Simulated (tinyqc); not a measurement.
What moves the results: band gaps under pressure and temperature from deformation potentials. A value that a table varies takes the place of the one given here.

Murnaghan: V/V0 = (1 + Bp P/B0)^(-1/Bp), B0 = (C11 + 2 C12)/3. Each gap moves by a ln(V/V0) with its volume potential a, and falls with temperature by aV T^2/(T + bV) (Varshni); the two effects are added. No change of phase is considered.

Constants: hc = 1239.841984 eV nm.

Parameters, chosen for this exercise (near those of Si, the X and L potentials typical of such crystals; the results hold for these values, not for the real material): Eg = 4.267 eV (gap at Gamma to the s-like level at 0 K, 0 GPa); EgX = 1.175 eV (gap to X at 0 K, 0 GPa); EgL = 2.136 eV (gap to L at 0 K, 0 GPa); C11 = 167.1 GPa; C12 = 64.7 GPa; Bp = 4.41 (pressure derivative of the bulk modulus); aG = -12.56 eV (volume potential of the Gamma gap); aX = 1.22 eV (volume potential of the X gap); aL = -4.29 eV (volume potential of the L gap); aV = (0.408, 0.457, 0.44) meV/K (Varshni alpha of Gamma, X, L); bV = (127, 637, 291) K (Varshni beta of Gamma, X, L); T = 400 K (temperature); P = 5.7 GPa (pressure).

## Gaps against pressure

The last column is the linear form E0 + c1 P for Gamma, c1 = -aG/B0.

Gaps (eV):

| P (GPa) | ln(V/V0) | Gamma | X | L | lowest | Gamma, linear |
|---|---|---|---|---|---|---|
| 0.00 | 0.0000 | 4.143 | 1.104 | 2.034 | X | 4.143 |
| 0.75 | -0.0075 | 4.237 | 1.095 | 2.066 | X | 4.238 |
| 1.50 | -0.0147 | 4.328 | 1.087 | 2.097 | X | 4.334 |
| 2.25 | -0.0217 | 4.416 | 1.078 | 2.127 | X | 4.429 |
| 3.00 | -0.0285 | 4.501 | 1.070 | 2.156 | X | 4.524 |
| 3.75 | -0.0351 | 4.584 | 1.062 | 2.185 | X | 4.620 |
| 4.50 | -0.0415 | 4.664 | 1.054 | 2.212 | X | 4.715 |
| 5.25 | -0.0477 | 4.743 | 1.046 | 2.239 | X | 4.810 |
| 6.00 | -0.0538 | 4.819 | 1.039 | 2.265 | X | 4.906 |

What does this show, and why?

Over 6 GPa Gamma moves by +0.676, L by +0.231 and X by -0.066 eV. X stays lowest. The linear form overshoots by 87 meV at the end, because the crystal stiffens; the gap is linear in ln V, not in P.

## Gaps against temperature

At the pressure P; wavelength hc/E of the lowest gap.

Gaps (eV):

| T (K) | Gamma | X | L | lowest | wavelength (nm) |
|---|---|---|---|---|---|
| 0 | 4.9124 | 1.1123 | 2.3564 | X | 1114.7 |
| 50 | 4.9066 | 1.1106 | 2.3532 | X | 1116.3 |
| 100 | 4.8944 | 1.1061 | 2.3452 | X | 1120.9 |
| 200 | 4.8625 | 1.0905 | 2.3206 | X | 1137.0 |
| 300 | 4.8264 | 1.0684 | 2.2894 | X | 1160.4 |
| 400 | 4.7885 | 1.0418 | 2.2546 | X | 1190.1 |
| 500 | 4.7497 | 1.0118 | 2.2174 | X | 1225.4 |
| 600 | 4.7104 | 0.9793 | 2.1787 | X | 1266.0 |

What can be read from the table?

From 0 to 100 K the Gamma gap falls by 18.0 meV, from 500 to 600 K by 39.4 meV: quadratic below bV, linear with a slope tending to aV = 0.408 meV/K above. X stays lowest. A pressure of 0.68 GPa, with the slope -aG/B0 at zero pressure, would undo the fall of the Gamma gap from 0 to 300 K.

## What each parameter does

Gaps at P and T. Each row changes one parameter from the base and keeps the others.

Results:

| case | Gamma (eV) | X (eV) | L (eV) |
|---|---|---|---|
| base | 4.7885 | 1.0418 | 2.2546 |
| T = 450 K | 4.7692 | 1.0272 | 2.2362 |
| C11 = 150.39 GPa | 4.8228 | 1.0385 | 2.2663 |
| C12 = 58.23 GPa | 4.8148 | 1.0393 | 2.2635 |
| Bp = 4.851 | 4.7818 | 1.0424 | 2.2523 |
| aG = -13.816 eV | 4.8531 | 1.0418 | 2.2546 |
| aX = 1.098 eV | 4.7885 | 1.0481 | 2.2546 |
| aL = -3.861 eV | 4.7885 | 1.0418 | 2.2325 |
| P = 6.27 GPa | 4.8457 | 1.0362 | 2.2741 |

What does this show?

The largest shifts from the base row, up to three for each result and ties (the steps differ in size, so this ranks the rows, not the parameters). Gamma (eV): aG +0.0645, P +0.0572, C11 +0.0343; unchanged at the printed digits by aX and aL. X (eV): T -0.0146, aX +0.0063, P -0.0056; unchanged at the printed digits by aG and aL. L (eV): aL -0.0220, P +0.0195, T -0.0184; unchanged at the printed digits by aG and aX.

Program tinyqc; command `OMP_NUM_THREADS=1 python tinyqc.py 1051055 1051056 out.jsonl`; about 0.01 s on one thread of a shared Intel(R) Xeon(R) Processor @ 2.30GHz.
